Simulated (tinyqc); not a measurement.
Scattering rates of a carrier in a spherical band by Fermi's golden rule: one step, computed by the program tinyqc. Command: `OMP_NUM_THREADS=1 python tinyqc.py 3010446 3010447 out.jsonl scatter walk`. One thread of a shared host (Intel(R) Xeon(R) Processor @ 2.30GHz), about 0.01 s of CPU time with the checks.

All processes here are isotropic or elastic, and the rate listed is the momentum relaxation rate.

Problem. All rates at E. Parabolic band: E = hbar^2 k^2/(2 m), speed v = hbar k/m, states per spin, volume and energy g(E) = m k/(2 pi^2 hbar^2). Masses are multiplied by m_0 and all formulas are in SI units. Phonon occupation N_q = 1/(exp(hbar w/(k_B T)) - 1). Acoustic deformation potential (elastic, equipartition, absorption and emission together): 1/tau = 2 pi k_B T D_A^2 g(E)/(hbar rho v_l^2). Optical or intervalley deformation potential: 1/tau = (pi Z_f D_o^2/(rho w)) [N_q g(E + hbar w) + (N_q + 1) g(E - hbar w)], with g = 0 below the band edge. Singly charged impurities, momentum relaxation: 1/tau = N_I e^4 m (1 + 2 alpha E) Phi/(8 pi (eps_s eps_0)^2 hbar^3 k^3), with alpha = 0 for a parabolic band. Brooks-Herring: Phi = ln(1 + b) - b/(1 + b), b = 4 k^2 L_s^2. Debye screening by free carriers of density N_I: L_s = sqrt(eps_s eps_0 k_B T/(e^2 N_I)). Alloy disorder: 1/tau = (2 pi/hbar) Omega x (1 - x) U^2 g(E), Omega = a^3/4 (other conventions for Omega rescale U). Rates add: 1/tau_m is the sum, and the mean free path is v tau_m.

Inputs (values chosen for the exercise, for a model non-polar semiconductor):
```
quantity                                            value       unit
density-of-states mass of one valley m              0.296        m_0
static permittivity eps_s                            8.41          -
density rho                                          5590     kg/m^3
sound velocity v_l                                  10300        m/s
acoustic deformation potential D_A                      5         eV
phonon energy hbar w                                 24.9        meV
optical or intervalley deformation potential D_o      5.4  1e8 eV/cm
final valleys Z_f                                       3          -
ionised impurity density N_I                      2.1e+15     1/cm^3
temperature T                                          77          K
carrier energy E                                      8.4        meV
alloy fraction x                                     0.25          -
alloy potential U                                    0.86         eV
lattice constant a                                   5.51   angstrom
```

Crystal: non-polar. Band: parabolic. Impurity formula: Brooks-Herring. Further scattering: alloy.

Constants: k_B = 1.380649e-23 J/K; e = 1.602176634e-19 C; hbar = 1.054571817e-34 J s; m_0 = 9.1093837015e-31 kg; hbar = 6.582119569e-16 eV s; k_B = 8.617333262e-05 eV/K; eps_0 = 8.8541878128e-12 F/m.

Give: Momentum relaxation rates; momentum relaxation time tau_m; mean free path.

Solution.

Momentum relaxation rates:
```
process             rate (1/s)  share (%)
acoustic             2.151e+10     0.6087
optical absorption   5.006e+10      1.417
optical emission             0          0
ionised impurity     6.784e+11      19.20
alloy                2.783e+12      78.77
```

momentum relaxation time tau_m = 283.0 fs

mean free path = 28.28 nm

The largest rate is alloy (79 %), then ionised impurity (19 %).
